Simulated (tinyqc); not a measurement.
Strain, valley repopulation and piezoresistance in a many-valley conduction band: one step, computed by the program tinyqc.

Valleys are ellipsoids with mass m_l along the axis a and m_t across it, parabolic, with one constant relaxation time; strain shifts the valleys and leaves the masses alone. Currents are taken along [110], along the load, and along [001], across the load.

Problem. Linear piezoresistance coefficients. Each of the 6 valleys holds n_v = N_v (2/sqrt(pi)) F_1/2((E_F - dE_v)/(k_B T)), N_v = 2 (m_d k_B T/(2 pi hbar^2))^(3/2), m_d = (m_l m_t^2)^(1/3); E_F solves sum n_v = n and is counted from the unstrained edge. F_j(eta) = int_0^infinity x^j/(1 + exp(x - eta)) dx, without a gamma-function factor. It is evaluated after integrating by parts. Integrals over x = E/(k_B T) use 160 Gauss-Legendre points in u = sqrt(x) from 0 to sqrt(max(eta, 0) + 32). With eta_0 the reduced Fermi level without strain, r = F_-1/2(eta_0)/(2 F_1/2(eta_0)) (1 for a classical gas) and c = r (Xi_u/k_B T) (m_l - m_t)/(2 m_l + m_t): pi11 = -(2/3) c (S11 - S12), pi12 = -pi11/2, pi44 = 0, with S11 - S12 = 1/(C11 - C12).

Inputs (values chosen for the exercise, for a model crystal):

| quantity | value | unit |
|---|---|---|
| longitudinal mass m_l | 1.01 | m_0 |
| transverse mass m_t | 0.149 | m_0 |
| shear deformation potential Xi_u | 7.2 | eV |
| C11 | 157 | GPa |
| C12 | 68.9 | GPa |
| electron density n | 4.4e+17 | 1/cm^3 |
| temperature T | 150 | K |

Valley axes: <100> (6 valleys in 3 pairs). Load: uniaxial [110].

Constants: k_B = 8.617333262e-05 eV/K; m_0 = 9.1093837015e-31 kg; k_B = 1.380649e-23 J/K; hbar = 1.054571817e-34 J s.

Give: eta_0; degeneracy factor r; pi11; pi12; pi44.

Solution.

eta_0 = -2.877

degeneracy factor r = 0.9809

pi11 = -164.1 1e-11/Pa

pi12 = 82.06 1e-11/Pa

pi44 = 0 1e-11/Pa

The gas is classical, so the coefficients follow 1/T.
